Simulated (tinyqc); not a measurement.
# Scale length and length offset from two DIBL values

Inverse problem. DIBL = exp(-Le/(2 l)) + 2 exp(-Le/l) with Le = L - dL. Find l, dL and the drawn length for a DIBL of 100 mV/V.

DIBL at drawn lengths 54 and 77 nm (mV/V): [95.560893, 27.342206]

Solution. With e = exp(-Le/(2 l)), 2 e^2 + e = DIBL gives e and so Le/l at each length; Le/l is a straight line in L with slope 1/l.

l = 10.00 nm
dL = 4.000 nm
length for 100 mV/V = 53.21 nm

tinyqc, about 0.01 s, one thread, Intel Xeon 2.30GHz (shared host): `OMP_NUM_THREADS=1 python tinyqc.py 2002103 2002104 out.jsonl`
